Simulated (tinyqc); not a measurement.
# Changing the substrate thickness t_S

Model: elastic strain and critical thickness of a cubic alloy layer A(1-x)B(x) on a thick substrate. Computed by tinyqc, a small Python program. Command: `OMP_NUM_THREADS=1 python tinyqc.py 3005362 3005363 out.jsonl misfit sweep`. One thread of a shared host (Intel(R) Xeon(R) Processor @ 2.30GHz), about 0.01 s of CPU time with the checks.

Strain is positive in tension. The layer is coherent with the substrate unless said otherwise.

Inputs (values chosen for the exercise, for a model alloy):
```
quantity,value,unit
fraction x of B,0.69,-
lattice constant a_A,5.869,angstrom
lattice constant a_B,6.058,angstrom
substrate lattice constant a_S,5.879,angstrom
layer thickness h,48,nm
biaxial modulus of the substrate M_S,94,GPa
wafer diameter W,150,mm
```

Growth plane: (001).

C11, C12, C44 of A (GPa): [93.74, 61.13, 48.28]

C11, C12, C44 of B (GPa): [73.33, 42.18, 37.48]

Method:
- a = (1 - x) a_A + x a_B, the same rule for each C_ij; misfit f = (a_S - a)/a, the in-plane strain of the coherent layer.
- (001): D = 2 C12/C11, M = C11 + C12 - 2 C12^2/C11. The free surface carries no normal stress, so e_perp = -D f; dV/V = 2 f + e_perp; stress = M f; energy per area = M f^2 h (1 GPa nm = 1 J/m^2).
- Stoney: curvature = 6 |stress| h/(M_S t_S^2); radius = 1/curvature; bow = curvature W^2/8.

One run for each value:
```
substrate thickness t_S (micrometre),curvature (1/m),radius of curvature (m),bow (micrometre)
100,0.4288,2.3,1206
150,0.1906,5.2,536
220,0.0886,11.3,249
320,0.0419,23.9,118
460,0.0203,49.3,57
680,0.0093,107.8,26
1000,0.0043,233.2,12
```

Over the rows, curvature (1/m) falls from 0.429 to 0.00429 (exponent d ln y / d ln x about -2.0 throughout); radius of curvature (m) rises from 2.33 to 233 (exponent d ln y / d ln x about 2.0 throughout); bow (micrometre) falls from 1210 to 12.1 (exponent d ln y / d ln x about -2.0 throughout). The exponent of curvature stays at -2: the bending stiffness grows as t^3 and the lever arm as t.

Caution (all rows): above about 2 % misfit, linear elasticity is rough and compressed layers tend to form islands before dislocations. Caution (all rows): the curvature assumes a coherent layer, but h exceeds h_c. Caution (rows 100, 150, 220, 320): a bow above a fifth of the wafer thickness is beyond Stoney's small-deflection limit.
